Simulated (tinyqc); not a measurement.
Energy and delay of logic against supply voltage: course of the iteration.

One expression serves below and above threshold: I(Vg) = Ik [ln(1 + exp((Vg - VT + dd V)/(al nf Vt)))]^al, with I_on = I(V) and I_off = I(0). Gate delay td = kd C V/I_on, clock period LD td. Per gate and cycle the switching energy is act C V^2 and the leakage energy I_off V LD td. No short-circuit current, no variation. Minima are sought above 0.09 V; below a few Vt gates no longer switch and the model has no meaning.

Start: V = 0.28 V.

Minimum-energy supply: E(V) is the energy per gate and cycle; with h = 0.001 V, E' = (E(V + h) - E(V - h))/(2 h), E'' = (E(V - h) - 2 E(V) + E(V + h))/h^2, V(new) = V - E'/E''.

Stop when the step is below 1e-9 V, or after 40 iterations.

Values chosen for this exercise; values of the order met in logic technologies:
```
symbol  value  unit                               meaning
T         358     K                           temperature
VT       0.33     V  threshold voltage at zero drain bias
nf       1.17                                slope factor
dd       0.02         barrier lowering per volt of supply
Ik       0.64    uA            specific current of a gate
al       1.71                 exponent of the current law
C         2.2    fF            load capacitance of a gate
kd        0.8                                delay factor
LD         40                                 logic depth
act       0.1                             activity factor
```

Constants: q = 1.602176634e-19 C, kB = 1.380649e-23 J/K, Vt = kB T/q. Results are converted to the units shown.

Course of the iteration:
```
iteration  V before the step (V)  step (V)
1                           0.28   -0.0520
2                       0.227998    0.0108
3                       0.238766   6.99e-4
4                       0.239465   2.82e-6
5                       0.239468  2.42e-11
```

Did this iteration meet its convergence test, and what does its course show?

Yes. Converged in 5 iterations. There leakage makes up 33.7 % of the energy and the clock runs at 2.91 MHz.

tinyqc, about 0.01 s, one thread, Intel Xeon 2.30GHz (shared host): `OMP_NUM_THREADS=1 python tinyqc.py 2082094 2082095 out.jsonl`
